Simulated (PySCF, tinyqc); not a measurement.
Worked calculation: CCD on RHF in the sto-3g basis, for H3-, spin multiplicity 1. The basis has no diffuse functions, so it cannot describe the extra electron: this is an exercise in the method, not the real anion. The lowest restricted solution is unstable here: a spin-polarised one lies 0.0453 hartree lower (PySCF). One step of it, computed by the program tinyqc.

Task: Iteration 1: diagonalisation and new density. Diagonalise F' = X^T F X, C = X C', fill 2 alpha and 2 beta electrons from the bottom; D = 2 C_occ C_occ^T. Each column has its largest component positive (the first on a tie).

Fock matrix F (hartree):
```
           1H 1s      2H 1s      3H 1s
1H 1s   0.000164  -0.311590  -0.311805
2H 1s  -0.311590   0.062438  -0.196919
3H 1s  -0.311805  -0.196919   0.062267
```

X:
```
           1H 1s      2H 1s      3H 1s
1H 1s   1.367814  -0.361273  -0.361420
2H 1s  -0.361273   1.309311  -0.274922
3H 1s  -0.361420  -0.274922   1.309418
```

Give: F' = X^T F X; orbital energies; coefficients C; D after iteration 1.

Result:

F' = X^T F X (hartree):
```
        1       2       3
1   0.581  -0.472  -0.472
2  -0.472   0.486  -0.164
3  -0.472  -0.164   0.486
```

orbital energies (hartree): MO1 -0.229, MO2 0.651, MO3 1.132

coefficients C:
```
         MO1     MO2     MO3
1H 1s  0.476  -0.001   1.380
2H 1s  0.334   1.121  -0.743
3H 1s  0.335  -1.120  -0.745
```

D after iteration 1:
```
       1H 1s   2H 1s   3H 1s
1H 1s  0.453   0.317   0.320
2H 1s  0.317   2.736  -2.286
3H 1s  0.320  -2.286   2.732
```
